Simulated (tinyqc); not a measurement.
Stoner model of a band ferromagnet: sweeps and comparisons. A value that a table varies takes the place of the one given here.

Density of states per atom and spin: flat with a rise to the top, D(e) = (M/W) [1 - sp + 4 sp (e/W + 1/2)^3]. Levels e -/+ I m/2 for up and down spin, m = n_up - n_down, n_up + n_down = nd. At zero temperature e(N) is the energy below which N states lie, and E(m) = sum over spins of integral e D de - I m^2/4.

Values chosen for the exercise: W = 5 eV (band width, e from -W/2 to W/2); M = 5 (states per atom and spin); nd = 8.01 (electrons per atom); sp = 0.37 (shape parameter); I = 0.53 eV (Stoner parameter).

## Moment against the Stoner parameter

Lowest state for each I.

Results:

| I (eV) | I D(EF) | m (muB) | E - E(0) (meV) |
|---|---|---|---|
| 0.36 | 0.609 | 0.000 | 0.0 |
| 0.48 | 0.811 | 0.000 | 0.0 |
| 0.54 | 0.913 | 0.000 | 0.0 |
| 0.60 | 1.014 | 1.679 | -3.0 |
| 0.65 | 1.099 | 1.990 | -52.0 |
| 0.74 | 1.251 | 1.990 | -141.1 |
| 0.89 | 1.505 | 1.990 | -289.6 |
| 1.07 | 1.809 | 1.990 | -467.8 |

A moment first appears at I = 0.60 eV of those listed, where I D(EF) = 1.014, and it is at once 1.68, most of the saturated value: the onset is steep or abrupt. It is saturated at 1.990 from I = 0.65 eV on.

## Moment against band filling

Rigid band, I fixed: a Slater-Pauling curve.

Results:

| nd | I D(EF) | m (muB) | m_max |
|---|---|---|---|
| 3.0 | 0.406 | 0.000 | 3.0 |
| 4.0 | 0.481 | 0.000 | 4.0 |
| 5.0 | 0.573 | 0.000 | 5.0 |
| 6.0 | 0.676 | 0.000 | 4.0 |
| 6.5 | 0.729 | 0.000 | 3.5 |
| 7.0 | 0.784 | 0.000 | 3.0 |
| 7.5 | 0.839 | 0.000 | 2.5 |
| 8.0 | 0.895 | 0.000 | 2.0 |
| 8.5 | 0.951 | 0.000 | 1.5 |
| 9.0 | 1.007 | 1.000 | 1.0 |
| 9.5 | 1.062 | 0.500 | 0.5 |

Magnetic fillings among those listed: 9.0 and 9.5; the largest moment is 1.00 at nd = 9. At 9.0 and 9.5 the moment is saturated and follows m_max, changing by one per electron.

## What moves the moment

Lowest state for each case. Each row changes one parameter from the base and keeps the others.

Results:

| case | I D(EF) | m (muB) | E - E(0) (meV) |
|---|---|---|---|
| base | 0.896 | 0.000 | 0.0 |
| W = 4.6 eV | 0.974 | 0.000 | 0.0 |
| I = 0.572 eV | 0.967 | 0.000 | 0.0 |
| nd = 7.71 | 0.863 | 0.000 | 0.0 |
| sp = 0.47 | 1.027 | 1.990 | -8.4 |

The largest shifts from the base row, up to three for each result and ties (the steps differ in size, so this ranks the rows, not the parameters). I D(EF): sp +0.131, W +0.078, I +0.071. m (muB): sp +1.990; unchanged at the printed digits by W, I and nd. E - E(0) (meV): sp -8.4; unchanged at the printed digits by W, I and nd.

Run: tinyqc, `OMP_NUM_THREADS=1 python tinyqc.py 1682436 1682437 out.jsonl`; Intel(R) Xeon(R) Processor @ 2.30GHz, one thread, shared host; about 0.1 s of CPU time with all checks.
